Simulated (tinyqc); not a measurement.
Tail absorption against field: Franz-Keldysh effect at a direct gap.

Parabolic bands, vertical transitions, no excitons. For each hole band j: mr = me mj/(me + mj); joint density of states J_j(E) = (mr/c)^(3/2) sqrt(E - Eg)/(2 pi^2), both spins, c = hbar^2/2m0; averaged matrix element |e.p|^2 = m0 Ep/6; alpha_j(E) = 4 pi^2 alpha_f c Ep J_j/(3 nr E) in 1/angstrom (alpha_f the fine-structure constant, listed as alpha among the constants), times 1e8 for 1/cm.

In a field Fd (1 kV/cm = 1e-5 V/angstrom) the electro-optic energy of band j is th = (c (e Fd)^2/mr)^(1/3), and sqrt(E - Eg) in J_j is replaced by pi sqrt(th) [Ai'(b)^2 - b Ai(b)^2] with b = (Eg - E)/th; Ai is the Airy function.

Constants: hbar^2/2m0 = 3.80998211 eV angstrom^2; fine-structure constant alpha = 0.007297352564.

Inputs chosen for the exercise (near those of GaAs; shifted at random, so the results belong to these values and not to a real crystal): Eg = 1.422 eV (direct gap); me = 0.0676 m0 (electron mass); mhh = 0.478 m0 (heavy-hole mass); mlh = 0.0814 m0 (light-hole mass); Ep = 26.5 eV (Kane energy); nr = 3.58 (refractive index); det = 60 meV (detuning below the gap).

At E = Eg - det; the field takes the values listed. The last column is the length for 10 dB of loss.

Results:
```
Fd (kV/cm)  th heavy (meV)  b heavy  alpha (1/cm)  length (micrometre)
10                    8.63    6.950      8.20e-08             2.81e+11
20                   13.70    4.378       0.00272             8.48e+06
40                   21.75    2.758         0.816             2.82e+04
60                   28.50    2.105          6.75             3.41e+03
100                  40.07    1.497          43.4                  530
150                  52.51    1.143           124                  186
250                  73.81    0.813           322                 71.4
400                 100.97    0.594           615                 37.4
```

What can be read from this table?

alpha grows by 7.9 decades from 10 to 60 kV/cm and by a factor 1.91 over the last step, where the field grows by 1.6: the exponent (4/3) b^(3/2) goes as 1/Fd, so the gain is steep only while b > 1 (deep in the tail the light-hole pair, with its smaller b, carries most of it), that is up to 150 kV/cm of those listed. Values below about 10 1/cm lie under the Urbach and exciton tails of a real crystal, left out here.

Run: tinyqc, `OMP_NUM_THREADS=1 python tinyqc.py 1680801 1680802 out.jsonl`; Intel(R) Xeon(R) Processor @ 2.30GHz, one thread, shared host; about 0.01 s of CPU time with all checks.
